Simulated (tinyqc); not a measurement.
Phase-change memory cell, resistance drift and retention: one step of the calculation.

The amorphous state follows Ra = R0 (t/t0)^nu exp[(q Ec/kB)(1/T - 1/(300 K))], with nu taken as independent of T. An intermediate level follows the logarithmic mixing rule ln R = (1 - fa) ln Rc + fa ln Ra with constant Rc. The time to lose the data by crystallisation is tr = tx exp[(q Ex/kB)(1/T - 1/Tx)]; 1 year = 3.15576e7 s. These are empirical laws.

Question. Resistances at the read. Ra and the intermediate level as above; its effective drift exponent is fa nu.

Inputs (values chosen for the exercise); values of the order found in chalcogenide phase-change cells: resistance of the amorphous state at t0 and 300 K R0 = 17 Mohm; reference time t0 = 0.001 s; drift exponent nu = 0.098; activation energy of conduction Ec = 0.16 eV; operating temperature T = 328 K; time of the read t = 1e6 s; amorphous share of an intermediate level fa = 0.69; resistance of the crystalline state Rc = 6.3 kohm.

Constants: q = 1.602176634e-19 C, kB = 1.380649e-23 J/K. Results are converted to the units shown.

Give: drift factor; temperature factor; Ra; intermediate level; effective exponent.

Answer.

drift factor = 7.6208
temperature factor = 0.58959
Ra = 76.383 Mohm
intermediate level = 4.1406 Mohm
effective exponent = 0.067620

Numbers from tinyqc (`OMP_NUM_THREADS=1 python tinyqc.py 2880054 2880055 out.jsonl`; about 0.01 s on one thread of a shared Intel Xeon 2.30GHz).
